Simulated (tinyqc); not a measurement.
Worked calculation: RKS/PBE in the sto-6g basis, for H3-, spin multiplicity 1. The basis has no diffuse functions, so it cannot describe the extra electron: this is an exercise in the method, not the real anion. One step of it, computed by the program tinyqc.

Task: Orthogonalisation. S = U s U^T; canonical form X = U s^(-1/2), so that X^T S X = 1. Each column of U has its largest component positive (the first on a tie).

overlap S:
```
          1H 1s     2H 1s     3H 1s
1H 1s  1.000000  0.508560  0.508560
2H 1s  0.508560  1.000000  0.127804
3H 1s  0.508560  0.127804  1.000000
```

Give: eigenvalues of S; X.

Result:

eigenvalues of S: 0.342  0.872  1.786

X:
```
            1       2      3
1H 1s   1.262   0.000  0.505
2H 1s  -0.816   0.757  0.390
3H 1s  -0.816  -0.757  0.390
```
